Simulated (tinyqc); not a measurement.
Inside a calculation. Method: plane-wave Kohn-Sham cycle with exchange-only LDA in a layered model solid. One step of it, computed by the program tinyqc.

Problem. Iteration 1: levels at that k. Diagonalise the Hermitian matrix.

H (hartree), order -2, -1, +0, +1, +2:
```
[[0.047757, -0.280000, 0.085000, 0.000000, 0.000000],
 [-0.280000, -0.135720, -0.280000, 0.085000, 0.000000],
 [0.085000, -0.280000, -0.172416, -0.280000, 0.085000],
 [0.000000, 0.085000, -0.280000, -0.062329, -0.280000],
 [0.000000, 0.000000, 0.085000, -0.280000, 0.194539]]
```

Give: eigenvalues.

Solution.

eigenvalues (hartree): [-0.5151, -0.3519, -0.0796, 0.2825, 0.5360]
